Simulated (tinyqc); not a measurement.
# Worked calculation: admittance spectroscopy of a deep trap

Numbers from tinyqc (`OMP_NUM_THREADS=1 python tinyqc.py 2050089 2050090 out.jsonl`; about 0.01 s on one thread of a shared Intel Xeon 2.30GHz). Printed values are rounded.

Schottky contact on an n-type layer with shallow donors Nd (all ionised) and a donor-like deep trap, neutral when filled and positive when empty; depletion approximation. Traps within lam of the depletion edge stay filled. The traps at xt = W - lam, where the level crosses the Fermi level, follow a slow signal and not a fast one. w = 2 pi f.

Values chosen for this exercise; material values close to those of 4H silicon carbide:
- eps_r = 9.81 (relative permittivity)
- Nc = 1.68e19 cm^-3 (conduction-band density of states at 300 K)
- vth = 1.9e7 cm/s (thermal velocity at 300 K)
- Nd = 7.7e14 cm^-3 (shallow donor density)
- Vbi = 1.19 V (built-in voltage)
- Et = 0.4 eV (depth of the trap below the conduction edge)
- sn = 2.7e-14 cm^2 (capture cross-section)
- Nt = 2.8e13 cm^-3 (trap density)
- Vr = 0 V (reverse bias)
- f = 3.3e5 Hz (signal frequency)
- T = 279 K (temperature)

Constants: q = 1.602176634e-19 C, kB = 1.380649e-23 J/K, eps0 = 8.8541878128e-14 F/cm where lengths are in cm. Results are converted to the units shown.

## Widths and limiting capacitances

lam = sqrt(2 eps0 eps_r (EF - ET)/(q Nd)), EF - ET = Et - (kB T/q) ln(Nc(T)/Nd), Nc(T) = Nc (T/300 K)^1.5. In the steady state at the band bending V, 2 eps0 eps_r V/q = Nd W^2 + Nt (W - lam)^2 (the second term only if W > lam). V = Vbi + Vr. C_HF = eps0 eps_r/W, C_LF = eps0 eps_r (Nd + Nt)/(Nd W + Nt xt).

lam = 478.2398 nm
W = 1285.303 nm
xt = 807.0633 nm
C_HF = 6.757906 nF/cm^2
C_LF = 6.847302 nF/cm^2

The step is 1.32 % of C_HF.

## Admittance at the signal frequency

Emission rate en = sn vth(T) Nc(T) exp(-Et/kB T) = sn g T^2 exp(-Et/kB T), g = vth Nc/(300 K)^2, as vth goes as T^0.5 and Nc as T^1.5 (degeneracy factor 1). Inflection frequency w0 = 2 en [1 + Nt xt/(Nd W)]; C = C_HF + (C_LF - C_HF)/(1 + (w/w0)^2), G/w = (C_LF - C_HF)(w/w0)/(1 + (w/w0)^2).

en = 4.435107e5 1/s
w0/(2 pi) = 1.443973e5 Hz
C = 6.772272 nF/cm^2
G/w = 0.03283058 nF/cm^2

The signal is faster than the trap, which mostly does not follow it.
